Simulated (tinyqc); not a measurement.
Deep trap from a strong local potential in a two-band host (Koster-Slater model with semi-elliptic bands): one step, computed by the program tinyqc. Command: `OMP_NUM_THREADS=1 python tinyqc.py 3025669 3025670 out.jsonl deeptrap walk`. One thread of a shared host (Intel(R) Xeon(R) Processor @ 2.30GHz), about 0.02 s of CPU time with the checks.

The valence band spans -2 W_v to 0 and the conduction band E_g to E_g + 2 W_c. The orbital at the impurity site has weight f_v in the valence band and 1 - f_v in the conduction band, each spread as a semi-ellipse (2/(pi W^2)) sqrt(W^2 - x^2) about the band centre. The impurity adds U to this orbital. Spin is left out.

Task: The same problem as a small matrix. Each band is replaced by n levels e_k = centre + W cos(k pi/(n + 1)) with weights w_k = f (2/(n + 1)) sin^2(k pi/(n + 1)), k = 1..n (valence first); H_kl = e_k delta_kl + U sqrt(w_k w_l).

Inputs (values chosen for the exercise, for a model semiconductor):
```
quantity                                value  unit
gap E_g                                  5.12    eV
half-width of the valence band W_v          5    eV
half-width of the conduction band W_c     2.8    eV
valence weight f_v of the site orbital   0.53     -
impurity potential U                     16.3    eV
levels per band n                           4     -
```

Impurity: repulsive, acceptor-like.

Give: host levels e_k; weights w_k; H.

Result:

host levels e_k (eV): -0.95  -3.45  -6.55  -9.05  10.19  8.79  7.05  5.65

weights w_k: 0.0732  0.1918  0.1918  0.0732  0.0650  0.1700  0.1700  0.0650

H (eV), lower triangle (symmetric):
```
      1      2      3      4      5      6     7     8
1  0.24
2  1.93  -0.33
3  1.93   3.13  -3.42
4  1.19   1.93   1.93  -7.85
5  1.12   1.82   1.82   1.12  11.24
6  1.82   2.94   2.94   1.82   1.71  11.56
7  1.82   2.94   2.94   1.82   1.71   2.77  9.83
8  1.12   1.82   1.82   1.12   1.06   1.71  1.71  6.71
```
